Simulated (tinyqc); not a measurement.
Scattering rates of a carrier in a spherical band by Fermi's golden rule: one step, computed by the program tinyqc.

All processes here are isotropic or elastic, and the rate listed is the momentum relaxation rate.

Problem. All rates at E. Parabolic band: E = hbar^2 k^2/(2 m), speed v = hbar k/m, states per spin, volume and energy g(E) = m k/(2 pi^2 hbar^2). Masses are multiplied by m_0 and all formulas are in SI units. Phonon occupation N_q = 1/(exp(hbar w/(k_B T)) - 1). Acoustic deformation potential (elastic, equipartition, absorption and emission together): 1/tau = 2 pi k_B T D_A^2 g(E)/(hbar rho v_l^2). Optical or intervalley deformation potential: 1/tau = (pi Z_f D_o^2/(rho w)) [N_q g(E + hbar w) + (N_q + 1) g(E - hbar w)], with g = 0 below the band edge. Singly charged impurities, momentum relaxation: 1/tau = N_I e^4 m (1 + 2 alpha E) Phi/(8 pi (eps_s eps_0)^2 hbar^3 k^3), with alpha = 0 for a parabolic band. Brooks-Herring: Phi = ln(1 + b) - b/(1 + b), b = 4 k^2 L_s^2. Debye screening by free carriers of density N_I: L_s = sqrt(eps_s eps_0 k_B T/(e^2 N_I)). Neutral impurities (Erginsoy): 1/tau = 20 N_n a_B hbar/m, a_B = 4 pi eps_s eps_0 hbar^2/(m e^2). Rates add: 1/tau_m is the sum, and the mean free path is v tau_m.

Inputs (values chosen for the exercise, modelled on electrons in silicon): density-of-states mass of one valley m = 0.32 m_0; static permittivity eps_s = 11.7; density rho = 2329 kg/m^3; sound velocity v_l = 8780 m/s; acoustic deformation potential D_A = 10 eV; phonon energy hbar w = 61.8 meV; optical or intervalley deformation potential D_o = 4.3 1e8 eV/cm; final valleys Z_f = 5; ionised impurity density N_I = 5.7e+15 1/cm^3; temperature T = 500 K; carrier energy E = 31 meV; neutral impurity density N_n = 4.4e+16 1/cm^3.

Crystal: non-polar. Band: parabolic. Impurity formula: Brooks-Herring. Further scattering: neutral impurities.

Constants: k_B = 1.380649e-23 J/K; e = 1.602176634e-19 C; hbar = 1.054571817e-34 J s; m_0 = 9.1093837015e-31 kg; hbar = 6.582119569e-16 eV s; k_B = 8.617333262e-05 eV/K; eps_0 = 8.8541878128e-12 F/m.

Give: Momentum relaxation rates; momentum relaxation time tau_m; mean free path.

Solution.

Momentum relaxation rates:
```
process             rate (1/s)  share (%)
acoustic             3.984e+12      65.89
optical absorption   1.250e+12      20.68
optical emission             0          0
ionised impurity     1.963e+11      3.246
neutral impurity     6.160e+11      10.19
```

momentum relaxation time tau_m = 165.4 fs

mean free path = 30.53 nm

The largest rate is acoustic (66 %), then optical absorption (21 %). Caution: Erginsoy's formula holds for k a_B below about 0.5 and for dopants that stay neutral, which means low temperature; elsewhere it is only a rough constant rate.
